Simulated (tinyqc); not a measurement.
Inside a calculation. Method: tight binding, dimerised chain. One step of it, computed by the program tinyqc.

Question. Levels at X. Diagonalise the Hermitian matrix.

H(k) at X (eV):
```
,A,B
A,0.000000,1.290000
B,1.290000,0.000000
```

Give: eigenvalues; weights |c|^2 of the basis functions.

Answer.

eigenvalues (eV): -1.290  1.290

weights |c|^2 of the basis functions:
```
,band 1,band 2
A,0.500,0.500
B,0.500,0.500
```
